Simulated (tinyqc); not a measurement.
Inside a calculation. Model: charge pumping in an n-channel transistor.

Computed by the program tinyqc: `OMP_NUM_THREADS=1 python tinyqc.py 2030030 2030031 out.jsonl`, one thread of a shared Intel Xeon 2.30GHz, about 0.01 s for the whole run. Printed values are rounded.

The gate is pulsed from accumulation to inversion and back. Energies E are counted from the intrinsic level; Dit(E) = D0 [1 + b (2 E/Eg)^2]. During each edge the traps near the bands emit their carriers, and those between Eh and Ee recombine once a cycle.

Inputs (values chosen for the exercise); band and dielectric values those of a made-up semiconductor: temperature T = 200 K; band gap Eg = 0.994 eV; conduction-band density of states at 200 K Nc = 1.18e19 cm^-3; valence-band density of states at 200 K Nv = 1.12e19 cm^-3; gate area A = 1.5 um^2; trap density at midgap D0 = 1.2e11 cm^-2 eV^-1; rise of the trap density towards the band edges b = 1.1; cross-section for electrons sn = 2.6e-16 cm^2; cross-section for holes sp = 1.4e-15 cm^2; thermal velocity at 200 K, one nominal value for electrons and holes vth = 1.1e7 cm/s; Vth - Vfb dV = 1.01 V; pulse height Va = 2.6 V; frequency f = 6.1e5 Hz; rise time tr = 33 ns; fall time tf = 43 ns.

Constants: q = 1.602176634e-19 C, kB = 1.380649e-23 J/K, Vt = kB T/q. Results are converted to the units shown.

Range of the model: The Fermi levels of inversion and accumulation are taken to lie beyond Ee and Eh, the flat tops to fill all traps, and no geometric current is added.

## Emission levels

ni = sqrt(Nc Nv) exp(-Eg/(2 Vt)), Eg in volts; emission times te = (dV/Va) tf and th = (dV/Va) tr; Ee = -Vt ln(vth sn ni te), Eh = +Vt ln(vth sp ni th).

ni = 3.441131e6 cm^-3
te = 16.70385 ns
th = 12.81923 ns
Ee = 0.3882757 eV
Eh = -0.3638222 eV

The window covers 75.7 % of the gap.

## Pumped charge and current

Nit = integral of Dit from Eh to Ee = D0 [Ee - Eh + 4 b (Ee^3 - Eh^3)/(3 Eg^2)], Qcp = q A Nit, Icp = f Qcp.

Nit = 1.092572e11 cm^-2
mean Dit = 1.452699e11 cm^-2 eV^-1
traps pumped a cycle = 1638.858
Icp = 160.1701 pA
